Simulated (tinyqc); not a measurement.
Worked calculation: MOS capacitor with interface traps: C-V stretch-out, conductance peak and subthreshold swing. Computed by tinyqc, a small Python program that keeps every step. Command: `OMP_NUM_THREADS=1 python tinyqc.py 3005938 3005939 out.jsonl mostraps walk`. One thread of a shared host (Intel(R) Xeon(R) Processor @ 2.30GHz), about 0.01 s of CPU time with the checks. Intermediate numbers are printed to about 6 digits and carried at full precision; extremes and crossings named in words are read from the listed rows.

Energies at the interface are counted from the valence band. psi > 0 means bending towards depletion, so the surface potential is -psi. Boltzmann statistics, full ionisation, no quantum confinement. Traps are neutral when filled up to E_n, with a sharp (zero-temperature) occupation.

Inputs (values chosen for the exercise, for a model semiconductor):

| quantity | value | unit |
|---|---|---|
| gap E_g | 3.29 | eV |
| electron mass m_e | 0.3 | m_0 |
| valleys M_c | 3 | - |
| hole mass m_h | 1.91 | m_0 |
| dielectric constant eps_s | 10.2 | - |
| doping N | 5.5e+17 | cm^-3 |
| insulator constant eps_ox | 3.79 | - |
| insulator thickness t_ox | 14 | nm |
| work-function difference phi_ms | 0.036 | V |
| fixed charge N_f | 5.6e+10 | cm^-2 |
| trap density D_0 | 1.7e+12 | cm^-2 eV^-1 |
| neutrality level E_n | 1.72 | eV |
| capture cross-section sigma | 1e-15 | cm^2 |
| band bending towards depletion psi | 0.6 | V |
| temperature T | 400 | K |
| peak density D_1 | 1.5e+13 | cm^-2 eV^-1 |
| peak width w | 0.11 | eV |
| peak position E_p | 2.23 | eV |

Substrate: n-type. Trap spectrum: flat plus a Gaussian peak.

Constants: m_0 = 9.1093837015e-31 kg; k_B = 1.380649e-23 J/K; h = 6.62607015e-34 J s; k_B = 8.617333262e-05 eV/K; eps_0 = 8.8541878128e-12 F/m; e = 1.602176634e-19 C.

## Substrate and insulator

N_c = 2 M_c (2 pi m_e k_B T/h^2)^(3/2) and N_v = 2 (2 pi m_h k_B T/h^2)^(3/2), masses in units of m_0. n_i = sqrt(N_c N_v) exp(-E_g/2 k_B T); E_F = E_g - k_B T ln(N_c/N); phi_B = (k_B T/e) ln(N/n_i); L_D = sqrt(eps_s eps_0 k_B T/(e^2 N)); C_ox = eps_ox eps_0/t_ox.

k_B T = 0.0344693 eV

n_i = 0.0828074 cm^-3

bulk E_F = 3.16782 eV

phi_B = 1.49390 V

Debye length L_D = 5.94367 nm

C_ox = 0.239696 microF/cm^2

effective density of states of the majority band = 1.90451e+19 cm^-3

## Charges at the given band bending

With u = psi/k_B T and r = (n_i/N)^2: F = sqrt(exp(-u) + u - 1 + r (exp(u) - u - 1)); Q_s = +sign(u) sqrt(2) eps_s eps_0 (k_B T/e) F/L_D; C_s = (eps_s eps_0/(sqrt(2) L_D)) |1 - exp(-u) + r (exp(u) - 1)|/F; at high frequency, below strong inversion, the terms in r are dropped. D(E) = D_0 + D_1 exp(-(E - E_p)^2/2 w^2). E_F at the interface is E_s = E_F - psi; Q_it = -e int from E_n to E_s of D(E) dE; C_it = e D(E_s) (per volt); V_G = phi_ms - psi - (Q_s + Q_it + e N_f)/C_ox.

E_s = 2.56782 eV

Q_s = 0.300023 microC/cm^2

C_s = 0.265258 microF/cm^2

C_s at high frequency = 0.265258 microF/cm^2

D(E_s) = 1.83430e+12 cm^-2 eV^-1

Q_it = -0.892863 microC/cm^2

C_it = 0.293887 microF/cm^2

gate voltage V_G = 1.87187 V

The traps hold negative charge because E_s lies above E_n. Caution: traps deeper than about 24 k_B T and minority carriers reach equilibrium slowly or not at all, so the charges here are limits for very slow sweeps.

## Capacitances, high-low extraction and swing

C_LF = [1/C_ox + 1/(C_s + C_it)]^-1; C_HF = [1/C_ox + 1/C_s(HF)]^-1; high-low estimate D = [(1/C_LF - 1/C_ox)^-1 - (1/C_HF - 1/C_ox)^-1]/e; stretch-out |dV_G/d psi| = 1 + (C_s + C_it)/C_ox; swing factor at this bending (the subthreshold swing when psi lies between phi_B and 2 phi_B) S = ln(10) (k_B T/e)(1 + (C_s(HF) + C_it)/C_ox).

C_LF = 0.167774 microF/cm^2

C_HF = 0.125915 microF/cm^2

high-low estimate of D = 1.83430e+12 cm^-2 eV^-1

stretch-out = 3.33273

swing factor S = 264.514 mV/decade

The traps add 97.31 mV/decade to the swing, whose thermal limit is 79.4; psi is below phi_B, so S is not yet the subthreshold swing of a transistor.

## Conductance peak

v = sqrt(3 k_B T/m) with the majority mass; surface density n_s = N exp(-psi/k_B T); tau = 1/(sigma v n_s); for a continuum of levels G_p/omega = C_it ln(1 + omega^2 tau^2)/(2 omega tau), which peaks at omega tau = 1.98, the frequency 1.98/(2 pi tau); potential fluctuations are left out.

v = 2.46222e+07 cm/s

n_s = 1.51599e+10 cm^-3

trap time constant = 0.00267903 s

peak frequency = 117.627 Hz

peak of G_p/omega = 0.118252 microF/cm^2

The peak lies inside the usual window of 100 Hz to 1 MHz.

## The C-V curve with and without traps

C/C_ox = 1/(1 + C_ox/(C_s + C_it)) at low frequency; without traps C_it = Q_it = 0; the high-frequency column uses C_s(HF) alone.

Along the curve:

| psi (V) | E_s (eV) | V_G (V) | V_G, no traps (V) | C_LF/C_ox | C_LF/C_ox, no traps | C_HF/C_ox | D (cm^-2 eV^-1) |
|---|---|---|---|---|---|---|---|
| -0.0862 | 3.25402 | 5.50345 | 0.99577 | 0.947790 | 0.944497 | 0.944497 | 1.70000e+12 |
| 0.0172 | 3.15062 | 4.27088 | -0.11930 | 0.867404 | 0.843881 | 0.843881 | 1.70000e+12 |
| 0.2400 | 2.92782 | 3.14094 | -0.99607 | 0.748118 | 0.647117 | 0.647117 | 1.70000e+12 |
| 0.4670 | 2.70082 | 2.31596 | -1.56308 | 0.706122 | 0.558576 | 0.558576 | 1.70158e+12 |
| 0.6930 | 2.47482 | 1.54115 | -2.04512 | 0.750266 | 0.506302 | 0.506302 | 2.96031e+12 |
| 0.9200 | 2.24782 | -0.32779 | -2.48771 | 0.922579 | 0.469319 | 0.469319 | 1.65045e+13 |
| 1.1500 | 2.01782 | -2.49669 | -2.90938 | 0.777010 | 0.440698 | 0.440698 | 4.03422e+12 |
| 1.3700 | 1.79782 | -3.20640 | -3.29494 | 0.650460 | 0.418648 | 0.418648 | 1.70667e+12 |
| 1.6000 | 1.56782 | -3.85692 | -3.68399 | 0.643041 | 0.399446 | 0.399446 | 1.70000e+12 |

The same range of bending takes 9.360 V with traps and 4.680 V without: a stretch-out of 100.0 %. The minimum of C_LF/C_ox among these rows rises from 0.399 to 0.643. Fixed charge shifts both curves rigidly by -0.037 V, while the shift from trap charge changes sign where E_s passes E_n. Caution: with a gap of more than 50 k_B T deep traps and minority carriers reach equilibrium slowly or not at all, so this curve is a limit for very slow sweeps.

Checks made by the program: C_s against a finite difference of Q_s (relative difference below 1e-10); C_it against a finite difference of Q_it (relative difference 9e-10).
